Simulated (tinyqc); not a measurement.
Density of states of one tight-binding band on the simple cubic lattice: one step. Histogram. Three cases, with inputs chosen for the exercise.

Question. Count the points in equal bins from E_lo to E_hi; g = count/(all points x bin width).

Give: Histogram.

Case 1.

Values chosen: bins = 6 (bins of the histogram); E_lo = -5.013 eV (lower end of the histogram); E_hi = 4.017 eV (upper end).

Distinct energies:
```
E_k (eV)   points
-4.920000       1
-3.120000       6
-1.480000      12
-1.320000       3
0.000000        8
0.160000       12
1.480000       12
1.640000        3
2.800000        6
3.960000        1
```

Answer.

Histogram:
```
from (eV)  to (eV)  points  g (1/eV)
-5.0130    -3.5080       1    0.0104
-3.5080    -2.0030       6    0.0623
-2.0030    -0.4980      15    0.1557
-0.4980     1.0070      20    0.2076
1.0070      2.5120      15    0.1557
2.5120      4.0170       7    0.0727
```

Empty bins: 0 of 6; the fullest holds 20 points.

Case 2.

Values chosen: bins = 6 (bins of the histogram); E_lo = -14.113 eV (lower end of the histogram); E_hi = 14.117 eV (upper end).

Distinct energies:
```
E_k (eV)    points
-14.100000       1
-11.750000       6
-9.400000       12
-7.050000       14
-4.700000       27
-2.350000       36
0.000000        24
2.350000        36
4.700000        27
7.050000        14
9.400000        12
11.750000        6
14.100000        1
```

Answer.

Histogram:
```
from (eV)  to (eV)  points  g (1/eV)
-14.1130   -9.4080       7    0.0069
-9.4080    -4.7030      26    0.0256
-4.7030     0.0020      87    0.0856
0.0020      4.7070      63    0.0620
4.7070      9.4120      26    0.0256
9.4120     14.1170       7    0.0069
```

Empty bins: 0 of 6; the fullest holds 87 points.

Case 3.

Values chosen: bins = 6 (bins of the histogram); E_lo = -8.413 eV (lower end of the histogram); E_hi = 11.617 eV (upper end).

Distinct energies:
```
E_k (eV)   points
-8.400000       1
-6.120000       6
-3.840000       3
-3.320000      12
-0.520000      12
0.000000        8
2.800000        3
3.320000       12
7.160000        6
11.520000       1
```

Answer.

Histogram:
```
from (eV)  to (eV)  points  g (1/eV)
-8.4130    -5.0747       7    0.0328
-5.0747    -1.7363      15    0.0702
-1.7363     1.6020      20    0.0936
1.6020      4.9403      15    0.0702
4.9403      8.2787       6    0.0281
8.2787     11.6170       1    0.0047
```

Empty bins: 0 of 6; the fullest holds 20 points.

Computed by tinyqc, one run a case: `OMP_NUM_THREADS=1 python tinyqc.py N N+1 out.jsonl` with N = 1652168, 1652170, 1652670; one thread of a shared Intel(R) Xeon(R) Processor @ 2.30GHz, about 0.2 s a run at most.
